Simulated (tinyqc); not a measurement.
Deformation-potential model of the Delta valleys of a conduction band, step by step. Values are carried at full precision from step to step, so a last printed digit may differ when a step is redone from the rounded ones.

s11 = (C11 + C12)/((C11 - C12)(C11 + 2 C12)), s12 = -C12/((C11 - C12)(C11 + 2 C12)), s44 = 1/C44; exx = s11 sxx + s12 (syy + szz) and cyclic, exy = s44 sxy/2; tension is positive. A uniaxial stress X along the unit vector n is s_ij = X n_i n_j.

Constants: kB = 8.617333262e-05 eV/K; hbar^2/2m0 = 3.80998211 eV angstrom^2.

Parameters, chosen for this exercise (near those of Si; the results hold for these values, not for the real material):
- C11 = 174.6 GPa
- C12 = 65.2 GPa
- C44 = 82.3 GPa
- load = uniaxial [111] (kind of stress)
- X = -1.98 GPa (stress)
- Xd = 1.11 eV (dilation potential)
- Xu = 9.09 eV (uniaxial potential)
- T = 150 K (temperature)
- ml = 0.934 m0 (longitudinal mass)
- mt = 0.195 m0 (transverse mass)

## Strain from a uniaxial [111] stress

Form the compliances and the strain.

s11, s12, s44 (1/TPa): [7.1867, -1.9540, 12.1507]

strain tensor, rows x, y, z and columns alike:
```
[[-0.002164, -0.004010, -0.004010],
 [-0.004010, -0.002164, -0.004010],
 [-0.004010, -0.004010, -0.002164]]
```

## Valley shifts

Valleys with axes along x, y and z, each a pair at +k and -k. Herring-Vogt shift of a valley with unit axis a: dE = Xd tr(e) + Xu a.e.a. Non-degenerate shares n_i = exp(-dE_i/kT)/sum_j exp(-dE_j/kT). Inverse mass tensor of a valley: (1 - a a)/mt + a a/ml; the masses are taken as independent of strain.

Apply the Herring-Vogt formula to each valley.

Xd tr(e) = -7.21 meV

a.e.a: x -0.002164, y -0.002164, z -0.002164

shifts dE (meV): x -26.88, y -26.88, z -26.88

All valleys shift alike: this load keeps them equivalent by symmetry.

## Shares of the electrons

Boltzmann factors of the shifts.

kT = 12.926 meV

shares: x 0.3333, y 0.3333, z 0.3333

effective number of valley axes, 1/(largest share) = 3.000

## Conductivity mass tensor

With one scattering time for all valleys the conductivity goes as M = sum_i n_i (inverse mass tensor of valley i); along the unit vector u, 1/m_c = u.M.u. Without stress 1/m_c = (1/ml + 2/mt)/3. Take u along [001].

M (1/m0), rows x, y, z and columns alike:
```
[[3.776, 0.000, 0.000],
 [0.000, 3.776, 0.000],
 [0.000, 0.000, 3.776]]
```

m_c along [001] = 0.2649 m0
m_c without stress = 0.2649 m0

The mobility along [001] does not change; with all electrons in the valleys lightest or heaviest along this direction it would change by +36 or -72 %.

## Effective density of states

Each of the 6 whole valleys has m_d = (ml mt^2)^(1/3) and N = 2 (m_d kT/(4 pi c))^(3/2), c = hbar^2/2m0. Counted from the lowest edge, Nc = N x 2 x sum_i exp(-(dE_i - dE_min)/kT). 1 angstrom^-3 = 1e24 cm^-3.

m_d = 0.3287 m0
N of one valley = 1.672e+18 cm^-3
Nc under stress = 1.003e+19 cm^-3
Nc without stress = 1.003e+19 cm^-3

## Piezoresistance from repopulation

For small stress d(rho)/rho = pi X. For valleys on the cube axes pi11 = -(2/3) Xu (s11 - s12)/kT x (K - 1)/(2K + 1), pi12 = -pi11/2, pi44 = 0, K = ml/mt. For stress along [110]: pi_l = (pi11 + pi12 + pi44)/2 with the current along it and pi_t = (pi11 + pi12 - pi44)/2 with the current along [1-10]. 1/GPa = 100 x 1e-11/Pa.

K = 4.790

pi11, pi12, pi44 (1e-11/Pa): [-153.5, 76.8, 0.0]

pi_l, pi_t for [110] (1e-11/Pa): [-38.4, -38.4]

Only the transfer between valleys is counted; changes of mass and of intervalley scattering add to it in a real crystal.

## Checks

- Conductivity mass at zero stress against 3/(1/ml + 2/mt): both 0.2648522.
- Piezoresistance coefficients by finite differences against the closed form: largest difference 8.4e-08.

(tinyqc, `OMP_NUM_THREADS=1 python tinyqc.py 1050668 1050669 out.jsonl`, Intel(R) Xeon(R) Processor @ 2.30GHz, 1 thread, shared host, about 0.01 s.)
